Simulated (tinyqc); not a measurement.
Electrons shared among three sets of ellipsoidal valleys, step by step. Values are carried at full precision from step to step, so a last printed digit may differ when a step is redone from the rounded ones.

Constants: hbar^2/2m0 = 3.80998211 eV angstrom^2; kB = 8.617333262e-05 eV/K.

Inputs chosen for the exercise (masses and offsets near those of GaP; mobilities are free inputs, held fixed; not measured data):
```
symbol  value                    unit        meaning
ml      (2.083, 1.202, 0.133)    m0          longitudinal masses of X, L, Gamma
mt      (0.2438, 0.1494, 0.133)  m0          transverse masses
M       (3, 4, 1)                            valleys in each set
T       200                      K
dE      (0, 0.341, 0.525)        eV          edges of X, L, Gamma above the first
n       1.3e+19                  1/cm^3      total electron density
mu      (260, 350, 1400)         cm^2/(V s)  mobility of each set
```

## Masses of each set

One valley: m_d = (ml mt^2)^(1/3). Whole set: m_de = M^(2/3) m_d. Mean over three axes: 1/m_c = (1/ml + 2/mt)/3. Anisotropy K = ml/mt.

m_d, m_de, m_c (m0) and K of each set:
```
set       m_d    m_de     m_c     K
X      0.4984  1.0367  0.3455  8.54
L      0.2994  0.7544  0.2110  8.05
Gamma  0.1330  0.1330  0.1330  1.00
```

m_de/m_c is 3.00 for X, 3.58 for L, 1.00 for Gamma: many anisotropic valleys give many states at a light conductivity mass. m_c is the mean over three axes; a set that holds only some of the equivalent valleys conducts with a mass that depends on direction.

## Effective densities of states

N_i = M_i times N = 2 (m kB T/(4 pi c))^(3/2) with c = hbar^2/2m0, in 1/angstrom^3; times 1e24 for 1/cm^3, with m = (ml mt^2)^(1/3).

kT = 0.017235 eV

N_i (1/cm^3): X 1.4419e+19, L 8.9495e+18, Gamma 6.6254e+17

## Fermi level and populations

F_j(eta) = (1/Gamma(j + 1)) integral_0^infinity x^j dx/(1 + exp(x - eta)), which tends to exp(eta) for eta << 0.

Solve n = sum_i N_i F_1/2((EF - dE_i)/kT), energies from the edge of the first set.

EF = 0.0036 eV

eta_i: X 0.21, L -19.57, Gamma -30.25

n_i (1/cm^3): X 1.30e+19, L 2.82e+10, Gamma 4.83e+04

shares: X 1.0000, L 0.0000, Gamma 0.0000

X holds most electrons (100.0 %). Boltzmann weights N_i exp(-dE_i/kT) would give L a share of 0.0000.

## Drift and Hall mobility of the mixture

With f_i the shares, mu_drift = sum f_i mu_i; low-field Hall mobility mu_H = sum f_i mu_i^2/mu_drift (scattering and anisotropy factors set to 1); the Hall density is n mu_drift/mu_H; rho = 1/(e n mu_drift), e = 1.602176634e-19 C.

mu_drift = 260 cm^2/(V s)
mu_H = 260 cm^2/(V s)
Hall density = 1.30e+19 1/cm^3
rho = 0.00185 ohm cm

A Hall measurement would read 100.0 % of the true density. The mobilities are of the size met in pure crystals; at this density impurities would cut them and raise rho, by a factor of two to ten or more depending on crystal and density.

## Checks

- Share of L at n = 1e10 1/cm^3 against the Boltzmann weight: both 1.585e-09.

(tinyqc, `OMP_NUM_THREADS=1 python tinyqc.py 1651743 1651744 out.jsonl`, Intel(R) Xeon(R) Processor @ 2.30GHz, 1 thread, shared host, about 0.04 s.)
